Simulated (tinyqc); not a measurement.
Inside a calculation. Method: plane-wave Kohn-Sham cycle with exchange-only LDA in a layered model solid. One step of it, computed by the program tinyqc.

Task: Iteration 2: potential. V_H(G) = 4 pi rho(G)/G^2 for G != 0 (uniform background); v_x = -(3 rho/pi)^(1/3); V = V_ext + V_H + v_x; Fourier components f(G_m) = (1/N) sum_j f(x_j) exp(-i G_m x_j).

A solid whose potential varies along x alone (atomic units):
```
parameter                      value
period a                   17.900000
cross-section of the cell  37.000000
electrons per cell                 4
grid points                       16
plane waves -n..n, n               2
k points                           3
V1 in V1 cos(2 pi x/a)     -0.710000
V2 in V2 cos(4 pi x/a)      0.040000
```

density after iteration 1 (e/bohr^3): [0.00806424, 0.00832393, 0.00832982, 0.00716092, 0.00544098, 0.00441761, 0.00423852, 0.00425577, 0.00423360, 0.00425577, 0.00423852, 0.00441761, 0.00544098, 0.00716092, 0.00832982, 0.00832393]

Give: Potentials on the grid; V(G_m), m = 0, 1, 2, ....

Result:

Potentials on the grid (hartree):
```
x          V_ext      V_H      v_x        V
0.0000   -0.6700   0.2471  -0.1975  -0.6203
1.1187   -0.6277   0.2308  -0.1996  -0.5964
2.2375   -0.5020   0.1789  -0.1996  -0.5228
3.3563   -0.3000   0.0926  -0.1898  -0.3972
4.4750   -0.0400  -0.0106  -0.1732  -0.2238
5.5938    0.2434  -0.1053  -0.1616  -0.0235
6.7125    0.5020  -0.1757  -0.1594   0.1669
7.8312    0.6842  -0.2180  -0.1596   0.3066
8.9500    0.7500  -0.2322  -0.1593   0.3585
10.0687   0.6842  -0.2180  -0.1596   0.3066
11.1875   0.5020  -0.1757  -0.1594   0.1669
12.3063   0.2434  -0.1053  -0.1616  -0.0235
13.4250  -0.0400  -0.0106  -0.1732  -0.2238
14.5437  -0.3000   0.0926  -0.1898  -0.3972
15.6625  -0.5020   0.1789  -0.1996  -0.5228
16.7812  -0.6277   0.2308  -0.1996  -0.5964
```

V(G_m), m = 0, 1, 2, ... (hartree): [-0.1776, -0.2443, 0.0232, -0.0003, 0.0001]
